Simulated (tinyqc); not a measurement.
Worked calculation: Holstein polaron on two sites. Computed by tinyqc, a small Python program that keeps every step. Command: `OMP_NUM_THREADS=1 python tinyqc.py 3026868 3026869 out.jsonl holstein walk`. One thread of a shared host (Intel(R) Xeon(R) Processor @ 2.30GHz), about 0.01 s of CPU time with the checks. Intermediate numbers are printed to about 6 digits and carried at full precision; extremes and crossings named in words are read from the listed rows.

One electron on sites 1 and 2: H = -t (c1+ c2 + c2+ c1) + hbar omega sum_i b_i+ b_i - g hbar omega sum_i n_i (b_i + b_i+). The symmetric phonon shifts the energy by -g^2 hbar omega/2 and drops out; with b = (b_1 - b_2)/sqrt(2) there remains H = -t sigma_x + hbar omega b+ b - (g hbar omega/sqrt(2)) sigma_z (b + b+). Parity splits it into blocks p = +1 and -1 over phonon numbers n. Zero-point energies are left out. Weights Z refer to mode b alone; the displaced symmetric mode multiplies the full zero-phonon weight by exp(-g^2/2).

Inputs (values chosen for the exercise, for a model dimer): hopping t = 15 meV; phonon energy hbar omega = 117 meV; coupling g = 1.02; phonon levels kept N = 6; temperature T = 200 K.

Constants: hbar = 6.582119569e-16 eV s; k_B = 8.617333262e-05 eV/K.

## Energy scales

Polaron binding energy E_p = g^2 hbar omega; ratio E_p/t (the adiabatic potential has two wells when it exceeds 1); adiabaticity hbar omega/t.

E_p = 121.7268 meV

E_p/t = 8.11512

hbar omega/t = 7.8

## The even block in a small basis

Block p: H_nn = n hbar omega - p t (-1)^n - g^2 hbar omega/2, H_(n,n+1) = -(g hbar omega/sqrt(2)) sqrt(n + 1). Take p = +1 and n = 0..N-1.

H, even block (meV):
$$\begin{pmatrix}
-75.863 & -84.386 & 0.000 & 0.000 & 0.000 & 0.000 \\
-84.386 & 71.137 & -119.340 & 0.000 & 0.000 & 0.000 \\
0.000 & -119.340 & 158.137 & -146.161 & 0.000 & 0.000 \\
0.000 & 0.000 & -146.161 & 305.137 & -168.772 & 0.000 \\
0.000 & 0.000 & 0.000 & -168.772 & 392.137 & -188.693 \\
0.000 & 0.000 & 0.000 & 0.000 & -188.693 & 539.137
\end{pmatrix}$$

## Levels in the small basis

Diagonalise H; the eigenvector has its largest component positive; Z is the weight of n = 0.

levels (meV): [-127.927, -9.892, 124.033, 254.972, 450.900, 697.733]

lowest eigenvector: [0.815782, 0.503316, 0.262708, 0.103211, 0.037325, 0.010558]

Z in the small basis = 0.665500

## Converged results

Use 60 levels in both blocks; Z = c_0^2 is the weight of n = 0 in the ground state c; the splitting is the lowest odd level less the lowest even one, which without coupling is the smaller of 2t and hbar omega; <sigma_x> = sum (-1)^n c_n^2 measures the kinetic energy.

ground-state energy = -127.935 meV

weight Z of n = 0 in mode b = 0.665307

mean phonon number in b = 0.430098

splitting = 10.5280 meV

splitting/(2t) = 0.350934

<sigma_x> = 0.471658

The small basis misses the ground-state energy by 0.00766 meV.

## Approximations to the ground state

Second order: E = -t - E_p/2 - (E_p/2) hbar omega/(hbar omega + 2t). Lang-Firsov: E = -E_p - t exp(-g^2). Variable displacement: E(x) = -E_p/2 - t exp(-g^2 x^2) - (E_p/2)(2x - x^2), minimised over 0 <= x <= 1. Adiabatic, classical lattice: E = -E_p/2 - t for E_p < t, else -E_p - t^2/(2 E_p); it leaves out the change of zero-point energy.

Ground-state energy (meV):
```
method                        E  E - exact
second order in g      -124.306    3.62943
Lang-Firsov            -127.026    0.90862
variable displacement  -127.576    0.35889
adiabatic, classical   -122.651    5.28412
```

best displacement x = 0.9007

Closest here is variable displacement (+0.36 meV), furthest adiabatic, classical (+5.28 meV), at hbar omega/t = 7.80 and E_p/t = 8.12. Lang-Firsov and variable displacement are variational and lie above the exact value. The Lang-Firsov narrowing exp(-g^2) = 0.353 compares with the exact splitting ratio 0.351.

## Hopping rate at temperature T

Nonadiabatic high-temperature (Marcus-Holstein) rate with reorganisation energy Lambda = 2 E_p, where E_p = g^2 hbar omega is the polaron binding energy: k = (t^2/hbar) sqrt(pi/(Lambda k_B T)) exp(-Lambda/(4 k_B T)); the adiabatic barrier is Lambda/4 - t + t^2/Lambda for E_p > t.

diabatic barrier Lambda/4 = 60.8634 meV

rate k = 2.73711e+11 1/s

adiabatic barrier = 46.7876 meV

Caution: k_B T lies below hbar omega/2, so nuclear tunnelling, left out of this classical rate, makes the true rate larger.

Checks made by the program: 60 against 80 levels (relative difference below 1e-10); Hellmann-Feynman: dE/dt = -<sigma_x> (relative difference below 1e-10).
